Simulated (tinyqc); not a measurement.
Critical points: density of states of one tight-binding band on the triangular lattice.

E(k) = -2 t (cos 2 pi k1 + cos 2 pi k2 + cos 2 pi (k1 + k2)); k in fractions of the reciprocal vectors, mesh k_i = j/N with j = 0 .. N-1. Densities are per cell and per spin, so the band holds one state.

Inputs chosen for the exercise: t = 0.52 eV (nearest hopping).

The gradient vanishes at these points by symmetry; the signs of the eigenvalues of the second-derivative matrix give the type.

Critical points:
```
point                 k   E (eV)  positive  negative     type
Gamma            (0, 0)  -3.1200         2         0  minimum
M              (0.5, 0)   1.0400         1         1   saddle
K      (0.3333, 0.3333)   1.5600         0         2  maximum
```

What does the comparison show?

Gamma is a minimum at -3.120 eV: g has a step there. M is a saddle at 1.040 eV: g diverges logarithmically there. K is a maximum at 1.560 eV: g has a step there.

tinyqc: `OMP_NUM_THREADS=1 python tinyqc.py 1651919 1651920 out.jsonl`; about 0.08 s, one thread, shared Intel(R) Xeon(R) Processor @ 2.30GHz.
